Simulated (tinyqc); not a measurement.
## On-chip interconnect, size-dependent resistivity and RC delay: course in time

A rectangular line between two neighbours and two ground planes. Surface and grain-boundary scattering are added to the bulk resistivity as corrections; capacitances are parallel-plate values without fringing; inductance is ignored.

5 equal pi sections: series Rs = r Lw/5; node capacitances c Lw/5, halved at nodes 0 and 5, with Cl added to node 5; Rd feeds node 0. Elmore delay of node k: the sum, over the resistors on the path to k, of resistance times all capacitance downstream of it.

A 1 V step is applied behind Rd at t = 0. C dv/dt = -G v + b, with G the conductance matrix of the ladder (1/Rs between neighbours, 1/Rd added at node 0) and b = (1 V/Rd, 0, ...). Trapezoidal step: (C/dt + G/2) v(new) = (C/dt - G/2) v + b. The last column solves the same ladder exactly by its modes.

Parameters, values chosen for the exercise: driver resistance Rd = 310 ohm; time step dt = 28 ps.

Rs = 5328.15 ohm
C, node 0 to 5 (fF): 0.471043  0.942086  0.942086  0.942086  0.942086  1.97104

Voltages (V):
```
t (ps)  node 0  node 2  node 5  node 5, exact
28.00    1.930  0.5935  0.1055         0.1340
56.00    0.074  0.7129  0.3525         0.3595
84.00    1.889  0.7217  0.5453         0.5325
112.0    0.119  0.8710  0.6574         0.6591
140.0    1.854  0.8409  0.7573         0.7514
168.0    0.158  0.9395  0.8206         0.8187
196.0    1.821  0.9103  0.8704         0.8678
224.0    0.192  0.9721  0.9059         0.9036
252.0    1.789  0.9495  0.9310         0.9297
280.0    0.225  0.9875  0.9505         0.9488
308.0    1.759  0.9716  0.9633         0.9626
336.0    0.255  0.9947  0.9739         0.9728
```

What does the comparison show?

The far end of the ladder reaches 0.5 V at 78.03 ps, 0.746 of its Elmore delay (ln 2 = 0.693 for a single pole); the slowest mode has a time constant of 88.66 ps. The largest error of the trapezoidal steps at that node is 28 mV. Node 0 swings up and down from step to step: the trapezoidal rule does not damp modes much faster than dt, so these swings are numerical.

Program tinyqc, `OMP_NUM_THREADS=1 python tinyqc.py 2100159 2100160 out.jsonl`; Intel Xeon 2.30GHz, shared host, one thread, about 0.01 s.
